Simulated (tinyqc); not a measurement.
Hexagonal on-chip spiral inductor, lumped pi model: one step of the calculation.

Outer diameter do = di + 2 n wd + 2 (n - 1) sp, mean da = (do + di)/2, fill p = (do - di)/(do + di), length l = 3.464 n da. L = 2.33 mu0 n^2 da/(1 + 3.82 p), mu0 = 4 pi 1e-7 H/m. Rs = rho l/(wd delta (1 - exp(-th/delta))), delta = sqrt(rho/(pi f mu0)). Cs = n wd^2 eps0 eo/hu across the coil. At each end Cox = l wd eps0 eo/(2 ho) leads to the substrate branch Rsi = 2 rs he/(l wd) in parallel with Csi = l wd eps0 11.7/(2 he). With one end grounded Y = 1/(Rs + i w L) + i w Cs + 1/[1/(i w Cox) + 1/(1/Rsi + i w Csi)], w = 2 pi f; Q = -Im Y/Re Y. Eddy currents in neighbouring turns and in the substrate are left out.

Task. Admittance, quality factor and apparent inductance. Series branch 1/(Rs + i w L), substrate branch, total Y, Q = -Im Y/Re Y, apparent inductance Im(1/Y)/w, metal-only value w L/Rs, share of the loss in the substrate Re(substrate branch)/Re Y.

Inputs (values chosen for the exercise): frequency f = 3.1 GHz.

L = 3.1839813 nH
Rs = 4.4372687 ohm
Cs = 40.839941 fF
Cox = 79.316168 fF
Rsi = 42.575759 ohm
Csi = 24.331685 fF

Wanted: series branch; substrate branch; Y; Q; apparent inductance; w L/Rs; share of the loss in the substrate.

Result.

series branch = 1.15-16.04i mS
substrate branch = 0.101+1.536i mS
Y = 1.25-13.71i mS
Q = 10.98
apparent inductance = 3.714 nH
w L/Rs = 13.98
share of the loss in the substrate = 8.078 %

Q is 78.6 % of the metal-only value.

Computed by the program tinyqc: `OMP_NUM_THREADS=1 python tinyqc.py 2302065 2302066 out.jsonl`, one thread of a shared Intel Xeon 2.30GHz, about 0.01 s for the whole run.
